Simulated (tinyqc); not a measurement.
# Hole mobility in a silicon inversion layer, empirical terms and Matthiessen rule: effects of single changes

Inversion layer of sheet density Ns on a uniformly doped body, under a high-permittivity gate with an interlayer. The mobility terms are empirical power laws with prefactors chosen for the exercise; adding their inverses (Matthiessen) is itself an approximation.

Parameters, values chosen for the exercise; material values close to those of silicon:

| symbol | value | unit | meaning |
|---|---|---|---|
| T | 300 | K | temperature |
| Eg | 1.11 | eV | band gap |
| eps_r | 11.7 |  | relative permittivity of the semiconductor |
| Nc | 2.79e19 | cm^-3 | conduction-band density of states at T |
| Nv | 2.68e19 | cm^-3 | valence-band density of states at T |
| Nb | 7.4e17 | cm^-3 | body doping |
| Vsb | 0 | V | reverse body bias |
| eta | 0.3333 |  | weight of the inversion charge in the effective field |
| Ap | 141 | cm^2/(V s) | phonon-limited mobility at 1 MV/cm and 300 K |
| As | 270 | cm^2/(V s) | roughness-limited mobility at 1 MV/cm |
| gs | 1.3 |  | exponent of the roughness term |
| Ac | 1800 | cm^2/(V s) | Coulomb prefactor |
| Nit | 2.5e10 | cm^-2 | charge at the interface |
| Ar | 260 | cm^2/(V s) | remote-phonon mobility without interlayer |
| ti | 0.8 | nm | interlayer thickness |
| lr | 0.7 | nm | decay length of remote phonons |
| Ns | 7.8e11 | cm^-2 | inversion density |

Constants: q = 1.602176634e-19 C, kB = 1.380649e-23 J/K, Vt = kB T/q, eps0 = 8.8541878128e-14 F/cm where lengths are in cm. Results are converted to the units shown.

Each table varies one quantity; the others keep the values above.

## Universality: two dopings at the same effective field

ni = sqrt(Nc Nv) exp(-Eg/(2 Vt)), Eg in volts; Ndep = sqrt(2 eps0 eps_r Nb (2 Vt ln(Nb/ni) + Vsb)/q); E = q (Ndep + eta Ns)/(eps0 eps_r), in MV/cm. With t = T/(300 K): muC = Ac (Ns/1e12 cm^-2) t/(Nb/1e17 cm^-3 + Nit/1e11 cm^-2), muP = Ap E^(-1/3) t^(-1.75), muS = As E^(-gs), muR = Ar exp(2 ti/lr)/t; 1/mu is the sum of the inverses. For each E, Ns is chosen to give that field on bodies with Nb = 9e16 and 7.4e17 cm^-3; the last column leaves out muC.

Universality: two dopings at the same effective field:
columns A: E (MV/cm); B: Ns, light body (cm^-2); C: mu, light (cm^2/(V s)); D: Ns, heavy body (cm^-2); E: mu, heavy (cm^2/(V s)); F: without muC (cm^2/(V s))
```
A             B      C         D      E      F
0.487  6.526e12  132.9  5.290e11  64.69  134.7
0.567  8.078e12  123.3  2.081e12  99.26  124.5
0.659  9.863e12  113.9  3.866e12  101.9  114.7
0.766  1.194e13  104.7  5.941e12  97.90  105.3
0.891  1.436e13  95.71  8.366e12  91.65  96.12
1.04   1.725e13  86.87  1.126e13  84.38  87.15
1.2    2.036e13  79.03  1.436e13  77.41  79.23
1.4    2.424e13  70.99  1.824e13  69.96  71.12
```

What does the table show?

The heavily doped body has 0.487 of the mobility of the light one in the first row and 0.986 in the last; there they lie 1.6 % below and 0.19 % below the curve without Coulomb scattering, which depends on E alone. The heavy body leaves that curve at low E because its field comes mostly from depletion charge and few carriers screen.

## Effect of the charge at the interface

Same model as above.

The same in every row: E (MV/cm) = 0.4999; muP (cm^2/(V s)) = 177.7; muS (cm^2/(V s)) = 664.9; muR (cm^2/(V s)) = 2557.

Effect of the charge at the interface:
```
Nit (cm^-2)  muC (cm^2/(V s))  mu (cm^2/(V s))
1e10                    187.2            77.73
3.2e10                  181.9            76.79
1e11                    167.1            74.04
3.2e11                  132.5            66.34
1e12                    80.69            50.21
3.2e12                  35.63            28.10
1e13                    13.07            11.90
```

As Nit goes from 1e10 to 1e13 cm^-2, E stays at 0.500 MV/cm and mu falls from 77.7 to 11.9 cm^2/(V s). The smallest term is the phonon one in the first row and the Coulomb one in the last.

## Effect of the reverse body bias

Same model as above.

The same in every row: muC (cm^2/(V s)) = 183.53; muR (cm^2/(V s)) = 2556.5.

Effect of the reverse body bias:
```
Vsb (V)  E (MV/cm)  muP (cm^2/(V s))  muS (cm^2/(V s))  mu (cm^2/(V s))
0          0.49994            177.66            664.92           77.085
0.4        0.59058            168.06            535.42           73.218
0.8        0.66828            161.27            455.95           70.256
1.2        0.73737            156.07            401.21           67.844
1.6        0.80020            151.88            360.75           65.806
2          0.85822            148.37            329.37           64.038
2.4        0.91239            145.38            304.18           62.476
```

Read the table: what changes, and by how much?

As Vsb goes from 0 to 2.4 V, E rises from 0.500 to 0.912 MV/cm and mu falls from 77.1 to 62.5 cm^2/(V s). The phonon term is the smallest in the first and the last row.

Computed by the program tinyqc: `OMP_NUM_THREADS=1 python tinyqc.py 2510017 2510018 out.jsonl`, one thread of a shared Intel Xeon 2.30GHz, about 0.01 s for the whole run.
